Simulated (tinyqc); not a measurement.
Rate against temperature: collinear exchange A + BC -> AB + C on a London-Eyring-Polanyi-Sato surface: saddle, string of images and rate. Computed by tinyqc, a small Python program. Command: `OMP_NUM_THREADS=1 python tinyqc.py 3114356 3114357 out.jsonl leps walk`. One thread of a shared host (Intel(R) Xeon(R) Processor @ 2.30GHz), about 0.04 s of CPU time with the checks.

x = r(AB), y = r(BC), r(AC) = x + y. V is counted from separated atoms, the barrier from A + BC, that is V + D(BC).

Inputs (values chosen for the exercise, for a model exchange):

| quantity | value | unit |
|---|---|---|
| D(AB) | 3.7 | eV |
| r0(AB) | 1.24 | angstrom |
| beta(AB) | 1.9 | 1/angstrom |
| D(BC) | 3.52 | eV |
| r0(BC) | 0.838 | angstrom |
| beta(BC) | 1.96 | 1/angstrom |
| D(AC) | 4.04 | eV |
| r0(AC) | 1.66 | angstrom |
| beta(AC) | 1.94 | 1/angstrom |
| Sato parameter S | 0.047 | - |
| mass of A | 1.008 | u |
| mass of B | 16 | u |
| mass of C | 35 | u |
| temperature T | 500 | K |
| step of the string | 0.015 | angstrom^2/eV |

Constants: nu for 1 eV/(angstrom^2 u) = 15.6333042 THz; h x 1 THz = 4.135667696 meV; k_B = 1.380649e-23 J/K; u = 1.6605390666e-27 kg; k_B = 8.617333262e-05 eV/K.

Method:
- For each pair, with u = exp(-beta (r - r0)): Q = D [(3 + S) u^2 - (2 + 6 S) u]/(4 (1 + S)), J = D [(1 + 3 S) u^2 - (6 + 2 S) u]/(4 (1 + S)); V = Q1 + Q2 + Q3 - sqrt(((J1 - J2)^2 + (J2 - J3)^2 + (J3 - J1)^2)/2).
- String of 9 images between the fixed ends (r0(AB) + 2, r0(BC)) and (r0(AB), r0(BC) + 2), started on the two straight legs through (r0(AB) + 0.3, r0(BC) + 0.3): each iteration moves the inner images by -step x gradient (central differences) and spaces them evenly again along the broken line (coordinates are kept between 0.2 and 8 angstrom); stop when no coordinate changes by more than 1e-5 angstrom, at most 400 iterations.
- From the highest inner image, z -> z - H^-1 g with gradient g and Hessian H by central differences, steps capped at 0.15 angstrom, 12 steps.
- Wilson matrix G = [[1/m_A + 1/m_B, -1/m_B], [-1/m_B, 1/m_B + 1/m_C]]; eigenvalues lambda of G H give nu = 15.6333042 THz x sqrt(|lambda|), the negative one being imaginary. Reactant: nu_BC from k = 2 D beta^2 and 1/m_B + 1/m_C. Skew angle: cos = sqrt(m_A m_C/((m_A + m_B)(m_B + m_C))).
- One-dimensional rate constant without tunnelling, k = sqrt(k_B T/(2 pi mu)) [sinh(h nu_BC/(2 k_B T))/sinh(h nu_s/(2 k_B T))] exp(-barrier/(k_B T)) with mu = m_A (m_B + m_C)/(m_A + m_B + m_C); Wigner factor 1 + (h nu_i/(k_B T))^2/24; adiabatic barrier = barrier + h (nu_s - nu_BC)/2.

nu_BC = 24.5349 THz

real frequency at the saddle = 23.7039 THz

barrier = 0.877302 eV

imaginary frequency = 33.7522 THz

adiabatic barrier = 0.875583 eV

Rates; the last column is k_B T^2 d ln k/dT:

| T (K) | k (cm/s) | Wigner factor | activation energy (eV) |
|---|---|---|---|
| 300 | 1.2417e-10 | 2.2148 | 0.88873 |
| 400 | 6.8399e-07 | 1.6833 | 0.89324 |
| 550 | 8.2172e-04 | 1.3614 | 0.89995 |
| 750 | 1.3289e-01 | 1.1944 | 0.90880 |
| 1000 | 4.5555e+00 | 1.1093 | 0.91975 |
| 1400 | 9.8644e+01 | 1.0558 | 0.93716 |
| 2000 | 1.0436e+03 | 1.0273 | 0.96315 |

What follows from these numbers?

The activation energy goes from 0.889 eV at 300 K, near the adiabatic barrier plus k_B T/2 (0.889), to 0.963 eV at 2000 K; the classical limit is the barrier plus k_B T/2 (0.963).

Extremes, crossings and ranges named in words are read from the listed rows.
